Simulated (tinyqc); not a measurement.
Donor binding, ionisation and the Mott limit: Freeze-out.

Hydrogenic donor: Ry = (m0 q^3/(8 eps0^2 h^2)) me/eps_r^2 in eV, E0 = cc Ry, radius a = q/(8 pi eps0 eps_r E0), Mott density Nm = (0.26/a)^3. Below Nm the level sinks as Ed = E0 [1 - (N/Nm)^(1/3)]. Neutrality: Nc F12(eta) = N/(1 + 2 exp(eta + Ed/kB T)), F12(x) = (2/sqrt(pi)) int_0^infinity sqrt(u)/(1 + exp(u - x)) du.

Nc is given at 300 K and scales as T^1.5.

Inputs (values chosen for the exercise); band and dielectric values close to those of gallium nitride: relative permittivity eps_r = 9.63; mass in the hydrogenic formula, set independently of Nc me = 0.198 m0; conduction-band density of states at 300 K Nc = 2.26e18 cm^-3; ratio of the true binding energy to the hydrogenic one cc = 1; donor density N = 4.7e17 cm^-3.

Constants: q = 1.602176634e-19 C, kB = 1.380649e-23 J/K, eps0 = 8.8541878128e-12 F/m, h = 6.62607015e-34 J s, m0 = 9.1093837015e-31 kg, Vt = kB T/q. Results are converted to the units shown.

Freeze-out:
```
T (K)	eta	n (cm^-3)	ionised (%)	ln(n/T^0.75)
30	-0.65601	3.1729e16	6.7508	35.445
45	-0.55942	6.3344e16	13.478	35.832
60	-0.60172	9.4048e16	20.010	36.012
80	-0.71538	1.3122e17	27.920	36.129
110	-0.90852	1.7849e17	37.976	36.198
150	-1.1527	2.2817e17	48.548	36.211
220	-1.5180	2.8944e17	61.584	36.162
300	-1.8577	3.3469e17	71.211	36.074
400	-2.2022	3.7051e17	78.833	35.960
```

The ionised share rises from 6.75 to 78.8 %. Between the first two rows ln(n/T^0.75) has the slope -3.00 meV against q/kB T; deep freeze-out without compensation gives -Ed/2 = -3.35 meV.

Range of the model: A sharp level with degeneracy 2 overstates freeze-out near Nm, where the impurity band broadens and merges with the conduction band.

Computed by the program tinyqc: `OMP_NUM_THREADS=1 python tinyqc.py 2330057 2330058 out.jsonl`, one thread of a shared Intel Xeon 2.30GHz, about 0.01 s for the whole run.
